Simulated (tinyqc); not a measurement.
Two-valley model of the transferred-electron effect. From one set of inputs to another, one input at a time. Computed by tinyqc, a small Python program. Command: `OMP_NUM_THREADS=1 python tinyqc.py 3006041 3006042 out.jsonl gunn ladder`. One thread of a shared host (Intel(R) Xeon(R) Processor @ 2.30GHz), about 0.02 s of CPU time with the checks.

Both kinds of valley share one electron temperature T_e, and each has a constant mobility.

The inputs printed are set A. Set A is modelled on InP; the values taken over come from a set modelled on GaAs. Inputs not listed in the table keep their values of set A, so the rows need not describe a real material.

Inputs (values chosen for the exercise, modelled on InP):
```
quantity                       value        unit
central-valley mass m1         0.076         m_0
satellite-valley mass m2        0.28         m_0
satellite valleys Z                4           -
valley separation dE            0.54          eV
central-valley mobility mu1     4300  cm^2/(V s)
satellite-valley mobility mu2    130  cm^2/(V s)
energy relaxation time tau_E     0.7          ps
lattice temperature T            300           K
electric field F                 7.1       kV/cm
mixing                          0.05           -
iteration cap                    600           -
```

Solver: damped fixed point.

Constants: k_B = 8.617333262e-05 eV/K.

Method:
- Density-of-states ratio R = Z (m2/m1)^(3/2); n2/n1 = R exp(-dE/(k_B T_e)); mean mobility mu = (mu1 + mu2 n2/n1)/(1 + n2/n1); energy balance e mu F^2 = (3/2) k_B (T_e - T)/tau_E; v = mu F.
- Fixed point from T_e = T: T_out = T + (2/3) e mu(T_e) F^2 tau_E/k_B, T_new = T_e + mixing (T_out - T_e); stop when |T_out - T_e| is below 1e-6 K.
- Using T_e as the parameter, F(T_e) = sqrt(3 k_B (T_e - T)/(2 e mu tau_E)) and v = mu F; find the first maximum and the next minimum of v, and the most negative dv/dF between them.

Each row keeps all changes above it:
```
input moved                                 from    to  threshold field (kV/cm)  peak-to-valley ratio  drift velocity (1e7 cm/s)
set A                                          -     -                   8.7097                1.1591                     2.5409
electric field F (kV/cm)                     7.1  0.95                   8.7097                1.1591                     0.4085
lattice temperature T (K)                    300    77                   8.6659                1.2305                     0.4085
central-valley mobility mu1 (cm^2/(V s))    4300  8400                   6.1610                1.2845                     0.7980
energy relaxation time tau_E (ps)            0.7  0.86                   5.5584                1.2845                     0.7980
satellite-valley mobility mu2 (cm^2/(V s))   130   160                   5.5668                1.2700                     0.7980
satellite-valley mass m2 (m_0)              0.28  0.21                   6.1755                1.1402                     0.7980
valley separation dE (eV)                   0.54   0.3                   4.6233                1.1254                     0.7980
```

Threshold field goes from 8.71 to 4.62, a factor 0.531 in all. The largest single move comes from central-valley mobility mu1 (a factor 0.711), and satellite-valley mass m2 works against it (a factor 1.11). Peak-to-valley ratio goes from 1.16 to 1.13, a factor 0.9709 in all. The largest single move comes from satellite-valley mass m2 (a factor 0.898), and lattice temperature T works against it (a factor 1.06). Drift velocity goes from 2.54 to 0.798, a factor 0.314 in all. The largest single move comes from electric field F (a factor 0.161), and central-valley mobility mu1 works against it (a factor 1.95). The single moves hold for this order of the switches; the total does not depend on the order.

Extremes, crossings and ranges named in words are read from the listed rows.
